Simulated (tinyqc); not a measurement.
Electron-beam lithography: double-Gaussian proximity function, edge placement and dose correction for parallel lines. Changing the width of the test line. Computed by tinyqc, a small Python program. Command: `OMP_NUM_THREADS=1 python tinyqc.py 3110205 3110206 out.jsonl proximity sweep`. One thread of a shared host (Intel(R) Xeon(R) Processor @ 2.30GHz), about 0.01 s of CPU time with the checks.

Lines are infinitely long. Absorbed energy is counted so that the middle of a very large area written at dose 1 receives 1; the resist develops where it exceeds 1/2.

Inputs (values chosen for the exercise, of the order of those for 10 keV electrons in resist on silicon):
```
quantity                              value               unit
forward range alpha                   0.015         micrometre
backscatter ratio eta                  0.55                  -
base dose D0                            200  microcoulomb/cm^2
pattern density around the test line   0.46                  -
```

Method. A test line of width w << beta in surroundings of density rho, all at dose d: near its edge E(x) = d [S + eta rho]/(1 + eta), S = [erf((b - x)/alpha) - erf((a - x)/alpha)]/2 for edges a and b, the second term being the background energy. Dose to size d_s = (1 + eta)/(erf(w/alpha) + 2 eta rho), dose = d_s D0; edge slope d [1 - exp(-w^2/alpha^2)]/(sqrt(pi) alpha (1 + eta)); width change per 1 % of dose = 2 x 0.01 x (1/2)/slope.

One run for each value:
```
width of the test line (micrometre)  dose to size d_s  width change per 1 % of dose (nm)  edge slope (1/nm)
0.0060                                         1.6588                             1.6802           0.005952
0.0098                                         1.3473                             0.8804           0.011359
0.0160                                         1.1276                             0.5379           0.018592
0.0260                                         1.0390                             0.4173           0.023964
0.0420                                         1.0293                             0.4005           0.024967
0.0680                                         1.0292                             0.4004           0.024975
0.1100                                         1.0292                             0.4004           0.024975
0.1800                                         1.0292                             0.4004           0.024975
```

Describe and explain the trends.

Over the rows, dose to size d_s falls from 1.66 to 1.03, flat over part of the range; width change per 1 % of dose (nm) falls from 1.68 to 0.400, flat over part of the range; edge slope (1/nm) rises from 0.00595 to 0.0250, flat over part of the range. Forward scattering raises the dose needed once w falls below about 1.5 alpha, where erf(w/alpha) drops visibly below 1.
